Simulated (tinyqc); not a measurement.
Raising D: domain walls in a thin film with perpendicular anisotropy: Bloch, Neel and chiral walls, motion and stripe domains. Computed by tinyqc, a small Python program. Command: `OMP_NUM_THREADS=1 python tinyqc.py 3000748 3000749 out.jsonl mwall walk`. One thread of a shared host (Intel(R) Xeon(R) Processor @ 2.30GHz), about 0.01 s of CPU time with the checks.

One-dimensional wall: polar angle theta(x), azimuth phi of the moment in the wall (phi = 0 Neel, 90 degrees Bloch). mu_0 = 1.25663706212e-6 T m/A, gamma = 1.76085963023e11 rad/(s T).

Inputs (values chosen for the exercise, for a model film): saturation magnetisation M_s = 1190 kA/m; exchange stiffness A = 21 pJ/m; uniaxial anisotropy K_u = 1630 kJ/m^3; DMI constant D = 0.22 mJ/m^2; thickness t = 1.8 nm.

Method. K_eff = K_u - mu_0 M_s^2/2; Delta = sqrt(A/K_eff); sigma_0 = 4 sqrt(A K_eff); profile theta = 2 arctan exp(x/Delta); quality factor Q = 2 K_u/(mu_0 M_s^2). sigma(phi) = sigma_0 + 2 Delta K_D cos^2(phi) - pi D cos(phi), with the wall shape anisotropy K_D = N_x mu_0 M_s^2/2, N_x = t ln 2/(pi Delta). The minimum has cos(phi) = D/D_N for D < D_N = 4 Delta K_D/pi and phi = 0 beyond; sigma turns negative at D_c = (sigma_0 + 2 Delta K_D)/pi.

D_N = 0.449917 mJ/m^2

D_c = 5.24498 mJ/m^2

width parameter Delta = 5.32628 nm

sigma_0 = 15.7709 mJ/m^2

Wall against D; the last column is the Kaplan-Gehring width, log10[0.955 t exp(pi sigma/(mu_0 M_s^2 t))/nm], with a dash where it falls below 10 Delta and the formula fails:
```
D (mJ/m^2)  phi (degrees)  sigma (mJ/m^2)  sigma/sigma_0  log10 domain width
0.09               78.461          15.743        0.99821              6.9408
0.22               60.726          15.602        0.98929              6.8809
0.36               36.856          15.318        0.97131              6.7601
1.00                0.000          13.336        0.84561              5.9157
2.10                0.000           9.880        0.62649              4.4438
3.10                0.000           6.739        0.42728              3.1056
4.20                0.000           3.283        0.20816                   -
4.70                0.000           1.712        0.10856                   -
```

D_N is 9 % of D_c, so a small D fixes the chirality long before it lowers the energy much. Beyond D_N sigma falls by pi per unit of D, and the domain width, which has sigma in an exponent, drops by 3.8 decades over the valid rows (values above 6 mean a single domain in any device).

Extremes, crossings and ranges named in words are read from the listed rows.
